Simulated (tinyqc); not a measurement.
What each parameter does: ellipsoidal valleys in the axes of a wafer and a channel.

Valleys with axes a along [111], [1-1-1], [-11-1] and [-1-11], one whole valley each; inverse mass tensor w = 1/mt + (1/ml - 1/mt) a a. Device axes: z = nz/|nz|, x = nx/|nx|, y = z cross x; in them a = (ax, ay, az). Confinement mass mz = 1/w_zz. In the plane w_ij is replaced by u_ij = w_ij - w_iz w_jz/w_zz (i, j = x, y); density-of-states mass md = 1/sqrt(det u); conductivity mass along x mc = 1/u_xx; ballistic transport mass mx = u_yy/det u, width mass my = 1/u_yy.

Hard walls: E_n = c (n pi/t)^2/mz, c = hbar^2/2m0, n = 1, 2, 3. Non-degenerate share of a valley proportional to md sum_n exp(-E_n/kT); mean 1/mc = sum of share/mc. 1 nm = 10 angstrom.

Constants: hbar^2/2m0 = 3.80998211 eV angstrom^2; kB = 8.617333262e-05 eV/K.

Parameters, chosen for this exercise (near those of the L valleys of Ge; not measured data):
- ml = 1.606 m0 (longitudinal mass)
- mt = 0.08 m0 (transverse mass)
- nz = (1, 0, 0) (surface normal (confinement))
- nx = (0, 1, 1) (channel direction)
- t = 2.7 nm (thickness of the film)
- T = 300 K (temperature)

Lowest E1, its share and the mean conductivity mass. Each row changes one parameter from the base and keeps the others.

Results:
```
case           lowest E1 (meV)   share  mean mc (m0)
base                    440.55  1.0000        0.1491
ml = 1.767 m0           439.58  1.0000        0.1500
mt = 0.072 m0           488.31  1.0000        0.1351
t = 2.97 nm             364.09  1.0000        0.1491
T = 270 K               440.55  1.0000        0.1491
```

The largest shifts from the base row, up to three for each result and ties (the steps differ in size, so this ranks the rows, not the parameters). lowest E1 (meV): t -76.46, mt +47.76, ml -0.98; unchanged at the printed digits by T. share: unchanged at the printed digits by ml, mt, t and T. mean mc (m0): mt -0.0140, ml +0.0009; unchanged at the printed digits by t and T.

Program tinyqc; command `OMP_NUM_THREADS=1 python tinyqc.py 1880481 1880482 out.jsonl`; about 0.01 s on one thread of a shared Intel(R) Xeon(R) Processor @ 2.30GHz.
